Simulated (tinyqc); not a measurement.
Sheet resistance of a shallow doped layer with concentration-dependent mobility and limited activation: one step, computed by the program tinyqc. Command: `OMP_NUM_THREADS=1 python tinyqc.py 3019902 3019903 out.jsonl irvin walk`. One thread of a shared host (Intel(R) Xeon(R) Processor @ 2.30GHz), about 0.03 s of CPU time with the checks.

A layer of one dopant lies in a background of the opposite type. Current flows parallel to the surface down to the junction; depletion is ignored.

Problem. Local values. C(x) = C_s for x < l and C_s 10^(-(x - l)/abruptness) beyond. Active density N = min(C, C_a); carriers n = N - C_B; mobility mu = mu_min + (mu_max - mu_min)/(1 + ((N + C_B)/N_r)^alpha). Conductivity e n mu. Depths are 0, 0.2, 0.4, 0.6, 0.8 and 0.95 of x_j.

Inputs (values chosen for the exercise, modelled on phosphorus in silicon):

| quantity | value | unit |
|---|---|---|
| surface concentration C_s | 2.7e+20 | 1/cm^3 |
| length l | 11 | nm |
| tail abruptness | 3 | nm/decade |
| background C_B | 1.4e+16 | 1/cm^3 |
| mobility floor mu_min | 71.6 | cm^2/(V s) |
| mobility mu_max | 1460 | cm^2/(V s) |
| reference density N_r | 9.91e+16 | 1/cm^3 |
| exponent alpha | 0.73 | - |
| anneal temperature T | 950 | C |

Profile: box with exponential tail.

junction depth x_j = 23.85571 nm

active limit C_a = 3.704176e+20 1/cm^3

Constants: e = 1.602176634e-19 C.

Give: Along the depth.

Solution.

Along the depth:

| x (nm) | C (1/cm^3) | N (1/cm^3) | mu (cm^2/(V s)) | conductivity (S/cm) |
|---|---|---|---|---|
| 0.00 | 2.700e+20 | 2.700e+20 | 75.9 | 3.283e+03 |
| 4.77 | 2.700e+20 | 2.700e+20 | 75.9 | 3.283e+03 |
| 9.54 | 2.700e+20 | 2.700e+20 | 75.9 | 3.283e+03 |
| 14.31 | 2.123e+19 | 2.123e+19 | 98.7 | 3.353e+02 |
| 19.08 | 5.451e+17 | 5.451e+17 | 377.7 | 3.214e+01 |
| 22.66 | 3.497e+16 | 3.497e+16 | 940.6 | 3.160e+00 |
